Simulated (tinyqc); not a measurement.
CMOS inverter, nodal equation and switching: two steps of the calculation.

An n-channel pull-down (bn, VTn) and a p-channel pull-up (bp, VTp) share the input Vin and the output node Vout, which carries the load C. Transistor (EKV form, voltages against the body): I = 2 n b Vt^2 [F(vp - Vs) - F(vp - Vd)] from drain to source, F(v) = ln^2(1 + exp(v/(2 Vt))), vp = (Vg - VT + sg |Vd - Vs|)/n. n-channel bodies are at 0; for the p-channel device all voltages are counted down from Vdd. b in uA/V^2 gives I in uA. Static: In = Ip. Transient: C dVout/dt = Ip - In. No velocity saturation, no gate capacitance beyond C.

Parameters, values chosen for the exercise:
```
symbol  value    unit                                  meaning
T         300       K                              temperature
Vdd       0.4       V                           supply voltage
n        1.13                                     slope factor
sg      0.021                   drain-induced barrier lowering
VTn      0.44       V                      n-channel threshold
VTp      0.39       V          p-channel threshold (magnitude)
bn        690  uA/V^2  gain factor of the pull-down transistor
bp        900  uA/V^2    gain factor of the pull-up transistor
C           1      fF                         load capacitance
Vin      0.18       V                            input voltage
dt        200      ps                                time step
```

Constants: q = 1.602176634e-19 C, kB = 1.380649e-23 J/K, Vt = kB T/q. Results are converted to the units shown.

Problem 1. Output voltage by Newton steps. f = In - Ip at (Vin, Vout); G = df/dVout by a central difference with +/- 1e-6 V; Vout(new) = Vout - f/G, the step limited to +/- 0.1 V.

Vout at the start = 0.2 V

Find: In; Ip; G; Vout after iteration 1.

Solution 1.

In = 1.6198e-4 uA
Ip = 0.0043997 uA
G = 0.0032715 uS
Vout after iteration 1 = 0.30000 V

Problem 2. One time step of the falling output. The input steps to Vdd at t = 0; I = In - Ip. Trapezoidal rule: V(new) = V - (dt/C)[I(V) + I(V(new))]/2, solved for V(new); 1 ps uA/fF = 1 mV.

Vout after step 1 = 0.35665799 V

Wanted: I(V); I(V(new)); Vout after step 2.

Solution 2.

I(V) = 0.21400 uA
I(V(new)) = 0.20882 uA
Vout after step 2 = 0.31438 V

tinyqc, about 0.04 s, one thread, Intel Xeon 2.30GHz (shared host): `OMP_NUM_THREADS=1 python tinyqc.py 2340053 2340054 out.jsonl`
